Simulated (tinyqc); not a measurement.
Chip with leakage that grows with temperature, electro-thermal loop and runaway: one step of the calculation.

One temperature T for the device, T = T0 + Rth P(T), with P(T) = Pd + Pl (T/300 K)^2 exp[(q Ea/kB)(1/(300 K) - 1/T)]. The loop gain is Rth dP/dT; a solution is thermally stable when it is below one.

Problem. Temperature by substitution. P(T) = Pd + Pl (T/300 K)^2 exp[(q Ea/kB)(1/(300 K) - 1/T)]; T(new) = T0 + Rth P(T).

Parameters, values chosen for the exercise:
- T0 = 320 K (ambient temperature)
- Pd = 1.8 W (temperature-independent switching power)
- Pl = 0.0189 W (leakage power at 300 K)
- Ea = 0.5 eV (activation energy of the leakage)
- Rth = 10 K/W (thermal resistance)

Constants: q = 1.602176634e-19 C, kB = 1.380649e-23 J/K. Results are converted to the units shown.

T after iteration 1 = 338.72027 K

Wanted: P; T after iteration 2.

Solution.

P = 2.020 W
T after iteration 2 = 340.2 K

Numbers from tinyqc (`OMP_NUM_THREADS=1 python tinyqc.py 2520069 2520070 out.jsonl`; about 0.01 s on one thread of a shared Intel Xeon 2.30GHz).
